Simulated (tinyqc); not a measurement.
The choice of windows: band offset from the macroscopic average of a supercell potential.

A model of the planar-averaged electrostatic energy of an electron in a periodic cell of N1 periods of A (L1 = N1 n1 h) and N2 periods of B (L2 = N2 n2 h), on z_j = j h: V(z) = f VA + (1 - f) VB + F t(z), VA = V1[0] + V1[1] cos(2 pi z/(n1 h)) + V1[2] cos(4 pi z/(n1 h)), VB the same with V2, n2 and z - L1. f = [tanh(z/w) - tanh((z - L1)/w) + tanh((z - L1 - L2)/w)]/2 + 1/2; t(z) = z - L1/2 in A and (L1/L2)(L1 + L2/2 - z) beyond, so that the cell is periodic.

Running mean over n points, periodic: for odd n the plain mean of the n points centred on j; for even n the n + 1 points with half weight at both ends. The macroscopic average applies the mean over n1 points and then over n2 points.

Inputs chosen for the exercise (gaps near those of InAs and GaSb; shifted at random, so the results belong to these values and not to a real crystal):
```
symbol  value                unit         meaning
h       0.35                 angstrom     grid step
n1      6                                 grid points per period of A
n2      5                                 grid points per period of B
N1      4                                 periods of A
N2      5                                 periods of B
V1      (-6.8, 2.11, 0.72)   eV           mean and two harmonics of the potential in A
V2      (-9.91, 3.56, 0.98)  eV           the same in B
w       0.47                 angstrom     width of the interfaces
F       0                    eV/angstrom  slope in A from opposite charges on the two interfaces
```

dV read at j = 12 and 36 after means over the numbers of points listed; ripple is the spread over the five points around each.

Results:
```
windows  dV (eV)  ripple in A (meV)  ripple in B (meV)
none      -8.517               4245               7117
6 only    -2.706                  0                833
5 only    -3.388                422                  0
7 only    -2.219                301               1429
7, 6      -3.198                  0                204
6, 5      -3.110                  0                  0
```

Which rows can be used, and how does a wrong window show?

The last row matches both periods and lies 0 meV from the value of a thick cell, V2[0] - V1[0] = -3.110 eV. Against it the raw potential errs by -5.41 eV. No other row is within 20 meV of it. A window one point too long leaves a ripple of 301 meV in A, against 0 meV in the last row: the ripple is the sign to look for. Rows to use, with under 30 meV of ripple in both regions once the tilt is taken off: 6, 5. A row with a large ripple can hit the right value only by chance.

Run: tinyqc, `OMP_NUM_THREADS=1 python tinyqc.py 1880622 1880623 out.jsonl`; Intel(R) Xeon(R) Processor @ 2.30GHz, one thread, shared host; about 0.01 s of CPU time with all checks.
